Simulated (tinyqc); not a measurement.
## Resonant-tunnelling diode, transfer matrices and Tsu-Esaki current: effect of the Fermi energy

Emitter (band edge 0), barrier d1, well Lw, barrier d2, collector (edge -V). The bias drops linearly over these layers and none in the contacts; each layer is cut into ns equal slices, flat at the value of their centres. E is the energy of motion across the layers, C = hbar^2/(2 m0), psi and psi'/m are continuous. Transport is coherent, T(E) is taken as independent of the transverse momentum, and charge in the well is ignored.

For the pair (psi, psi'/m) a flat layer has M = [[cos kd, (m/k) sin kd], [-(k/m) sin kd, cos kd]] with k = sqrt(m (E - U)/C) above its edge U, and M = [[cosh Kd, (m/K) sinh Kd], [(K/m) sinh Kd, cosh Kd]] with K = sqrt(m (U - E)/C) below it. Later slices stand to the left. With M acting on (psi, psi'/m) and v = k/m in each lead, T(E) = 4 vL vR/[(vL vR M12 - M21)^2 + (vR M11 + vL M22)^2]. J = J0 times the integral over E > 0 of T(E) N(E), N = ln[(1 + exp((Ef - E)/Vt))/(1 + exp((Ef - V - E)/Vt))], J0 = q^2 mw m0 kB T/(2 pi^2 hbar^3) (times 1e-4 for A/cm^2 per eV). The integral is converged to the digits shown. Er is the first maximum of T(E) at this bias.

Inputs (values chosen for the exercise); masses and offsets of a made-up heterostructure: temperature T = 300 K; mass in the well, spacer and contacts mw = 0.058 m0; barrier height U1 = 0.27 eV; barrier mass m1 = 0.13 m0; emitter barrier d1 = 2.7 nm; well width Lw = 7.3 nm; collector barrier d2 = 2.7 nm; slices in each layer ns = 1; bias of the collector V = 0.03 V.

Constants: q = 1.602176634e-19 C, kB = 1.380649e-23 J/K, hbar = 1.054571817e-34 J s, m0 = 9.1093837015e-31 kg, Vt = kB T/q, hbar^2/(2 m0) = 0.0380998212 eV nm^2. Results are converted to the units shown.

Effect of the Fermi energy:
```
Ef (eV)	N at Er = 0.0313 eV	J (kA/cm^2)
0.008	0.2210	7.839
0.017	0.2886	10.28
0.026	0.3685	13.20
0.035	0.4586	16.55
0.043	0.5442	19.82
0.052	0.6422	23.71
0.061	0.7368	27.71
0.07	0.8234	31.74
```

J rises from 7.84 to 31.7 kA/cm^2, a factor of 4.05, while N at the resonance grows by 3.73. The two agree within 10 %, so the resonance carries the current.

Program tinyqc, `OMP_NUM_THREADS=1 python tinyqc.py 2600012 2600013 out.jsonl`; Intel Xeon 2.30GHz, shared host, one thread, about 0.1 s.
